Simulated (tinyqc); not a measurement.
Thermodynamics of metal silicides: hull, first phase, silicon consumed, nucleation and stability against SiO2: one step, computed by the program tinyqc. Command: `OMP_NUM_THREADS=1 python tinyqc.py 3022132 3022133 out.jsonl silphase walk`. One thread of a shared host (Intel(R) Xeon(R) Processor @ 2.30GHz), about 0.01 s of CPU time with the checks.

Entropies of formation of the solids are neglected, so heats stand for free energies. Si fractions: M5Si3 0.3750, MSi 0.5000, MSi2 0.6667.

Task: First phase. Effective heat of formation: at the interface the mixture has the Si fraction x_e; the limiting element scales the heat, H_eff = H x_e/x if x_e < x, H (1 - x_e)/(1 - x) otherwise. The rule names the most negative as the first phase; its restriction to congruently melting phases is left out here.

Inputs (values chosen for the exercise, of the order of those of tungsten silicides for heats and volumes only):

| quantity | value | unit |
|---|---|---|
| heat of formation of M5Si3 | -16.8 | kJ/mol atoms |
| heat of formation of MSi | -15.3 | kJ/mol atoms |
| heat of formation of MSi2 | -28 | kJ/mol atoms |
| Si fraction x_e at the lowest liquidus | 0.24 | - |

Phases: M5Si3, MSi, MSi2.

Give: H_eff; most negative H_eff.

Result:

H_eff (kJ/mol atoms): M5Si3 -10.752, MSi -7.344, MSi2 -10.080

most negative H_eff = -10.752 kJ/mol atoms

The rule picks M5Si3, ahead of MSi2 by 0.7 kJ/mol; it is not the phase with the most negative heat itself. The rule is empirical and ignores nucleation barriers.
